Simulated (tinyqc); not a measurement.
## Scale length and barrier from the threshold roll-off

Problem. For L well above Lambda the threshold falls by 2 m sqrt(A (A + Vds)) exp(-pi L/(2 Lambda)), A being the height of the source potential over the barrier top; the two values follow this form. Find Lambda and A.

Inputs (values chosen for the exercise): long-channel body factor m = 1; drain voltage Vds = 0.6 V.

threshold lowering at L = 30 and 47 nm (mV): [35.475765, 5.8664551]

Solution. The ratio of the two values gives Lambda; the prefactor gives A (A + Vds), a quadratic with one positive root.

Lambda = 14.8 nm
A = 0.220 V

tinyqc, about 0.02 s, one thread, Intel Xeon 2.30GHz (shared host): `OMP_NUM_THREADS=1 python tinyqc.py 2420148 2420149 out.jsonl`
